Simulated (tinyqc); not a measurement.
# Semiconductor laser, carrier and photon rate equations, step by step

Program tinyqc, `OMP_NUM_THREADS=1 python tinyqc.py 2840111 2840112 out.jsonl`; Intel Xeon 2.30GHz, shared host, one thread, about 0.01 s. Printed values are rounded.

Carrier density N and photon density S in one mode: dN/dt = F1 = eta I/(q V) - (A N + B N^2 + C N^3) - vg g S; dS/dt = F2 = G vg g S + G be B N^2 - S/tp, with g = g0 ln(N/Ntr)/(1 + ec S). Output power P = Fo Eph S V/(G tp). No heating, no carrier transport.

Values chosen for this exercise: active volume V = 4.5e-12 cm^3; confinement factor G = 0.033; group velocity vg = 7.32e9 cm/s; gain coefficient g0 = 1100 1/cm; transparency density Ntr = 2.5e18 cm^-3; gain compression ec = 2.1e-17 cm^3; photon lifetime tp = 3.1 ps; defect recombination coefficient A = 6.7e7 1/s; radiative coefficient B = 8.6e-11 cm^3/s; Auger coefficient C = 2.1e-30 cm^6/s; share of spontaneous emission into the mode be = 0.00076; injection efficiency eta = 0.8; share of cavity losses that is output Fo = 0.43; photon energy Eph = 1.27 eV; drive current I = 29 mA; time step dt = 5 ps.

Constants: q = 1.602176634e-19 C. Results are converted to the units shown.

## Threshold

gth = 1/(G vg tp), Nth = Ntr exp(gth/g0), Ith = q V (A Nth + B Nth^2 + C Nth^3)/eta. Above it S is near G tp eta (I - Ith)/(q V). Carrier lifetime at threshold Nth/(A Nth + B Nth^2 + C Nth^3).

gth = 1335.41 1/cm
Nth = 8.41736e18 cm^-3
Ith = 7.12836 mA
estimate of S = 2.48270e15 cm^-3
carrier lifetime = 1.06419 ns

## Iteration 1: steady state by Newton steps

(N, S) at the start (Nth and the estimate of S): N (1e18 cm^-3) 8.417, S (1e15 cm^-3) 2.48

Jacobian, with a = g0/(N (1 + ec S)) and d = g/(1 + ec S): J11 = -(A + 2 B N + 3 C N^2) - vg a S, J12 = -vg d, J21 = G vg a S + 2 G be B N, J22 = G vg d - 1/tp. Solve J d = -F and add d to (N, S).

F1, F2 (1e27 cm^-3/s): [1.22794, -0.0394754]

J (1/ns):
```
            N         S
F1   -4.21607  -8831.03
F2  0.0744518  -31.1565
```

(N, S) after iteration 1: N (1e18 cm^-3) 8.90742, S (1e15 cm^-3) 2.38491

## Iteration 2: steady state by Newton steps

As before.

F1, F2 (1e27 cm^-3/s): [0.0381774, -0.00237097]

J (1/ns):
```
            N         S
F1   -4.15199  -9278.19
F2  0.0677892  -16.4004
```

(N, S) after iteration 2: N (1e18 cm^-3) 8.93988, S (1e15 cm^-3) 2.37450

## Course of the iteration: steady state by Newton steps

Stop when the largest change of (N, S) is below 1e-9, or after 40 iterations. N is counted in 1e18 and S in 1e15 cm^-3, and S must be positive.

Course of the iteration:
```
iteration  S (1e15 cm^-3)  largest |change| of one entry
1                 2.38491                          0.490
2                 2.37450                         0.0325
3                 2.37445                        1.92e-4
4                 2.37445                        6.28e-9
5                 2.37445                              0
```

Converged in 5 iterations. At the end the number of correct digits about doubles with each step.

## Power, relaxation frequency, damping and bandwidth

N = 8.94007e18 cm^-3
S = 2.37445e15 cm^-3

Jacobian, with a = g0/(N (1 + ec S)) and d = g/(1 + ec S): J11 = -(A + 2 B N + 3 C N^2) - vg a S, J12 = -vg d, J21 = G vg a S + 2 G be B N, J22 = G vg d - 1/tp. wR^2 = det J, gamma = -trace J, fR = wR/(2 pi); the response wR^2/(wR^2 - w^2 + i gamma w) falls to 1/sqrt(2) at w^2 = x + sqrt(x^2 + wR^4), x = wR^2 - gamma^2/2 (f3dB = w/(2 pi)).

P = 9.13865 mW
fR = 4.18037 GHz
gamma = 19.5354 1/ns
f3dB = 5.84900 GHz

f3dB is 1.40 times fR (1.55 without damping). gamma/wR = 0.74: the response has a resonance peak.

## One Runge-Kutta step of a transient

(N, S) at the start: N (1e18 cm^-3) 9.119, S (1e15 cm^-3) 1.19

y = (N, S), k1 = F(y), k2 = F(y + dt k1/2), k3 = F(y + dt k2/2), k4 = F(y + dt k3), y(new) = y + dt (k1 + 2 k2 + 2 k3 + k4)/6.

slopes per ps, N in 1e18 and S in 1e15 cm^-3:
```
         dN/dt      dS/dt
k1   0.0107263  0.0155195
k2   0.0102555  0.0166279
k3   0.0102318  0.0166004
k4  0.00973780  0.0177096
```

(N, S) after the step: N (1e18 cm^-3) 9.17020, S (1e15 cm^-3) 1.27307
